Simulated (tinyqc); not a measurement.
What moves the order: mean-field antiferromagnet of the Hubbard model on the square lattice.

e(k) = -2 t (cx + cy) - 4 t2 cx cy, ci = cos ki; one electron a site; Q = (pi, pi). <n_up - n_dn> = m cos(Q.R) gives Delta = U m/2 and bands E = e+ -/+ sqrt(e-^2 + Delta^2), e+- = (e(k) +- e(k + Q))/2 (the constant U/2 is dropped). Means run over the mesh k_i = 2 pi (j + 1/2)/N of the whole zone: mu from mean(f(E-) + f(E+)) = 1; m(out) = mean of Delta (f(E-) - f(E+))/sqrt(e-^2 + Delta^2); free energy per site F = -kT mean[ln(1 + exp(-(E- - mu)/kT)) + ln(1 + exp(-(E+ - mu)/kT))] + mu + U m^2/4. Order at T > 0 in two dimensions is an artefact of mean field.

Constants: kB = 8.617333262e-05 eV/K.

Parameters, chosen for this exercise: t = 0.39 eV (nearest hopping); t2 = 0 eV (second hopping); U = 1.93 eV (on-site repulsion); T = 100 K.

Mesh N = 48, start m = 0.9; the gap (negative: overlap) is read for that Delta on the unshifted mesh N = 64. Each row changes one parameter from the base and keeps the others.

Results:
```
case,m,Delta (eV),gap (eV)
base,0.7690,0.7421,1.4841
U = 2.123 eV,0.7994,0.8486,1.6971
t = 0.429 eV,0.7356,0.7099,1.4197
t2 = -0.02 eV,0.7690,0.7421,1.4041
T = 700 K,0.7690,0.7421,1.4841
```

The largest shifts from the base row, up to three for each result and ties (the steps differ in size, so this ranks the rows, not the parameters). m: t -0.0334, U +0.0304; unchanged at the printed digits by t2 and T. Delta (eV): U +0.1065, t -0.0322; unchanged at the printed digits by t2 and T. gap (eV): U +0.2130, t2 -0.0800, t -0.0644; unchanged at the printed digits by T.

(tinyqc, `OMP_NUM_THREADS=1 python tinyqc.py 1682089 1682090 out.jsonl`, Intel(R) Xeon(R) Processor @ 2.30GHz, 1 thread, shared host, about 0.2 s.)
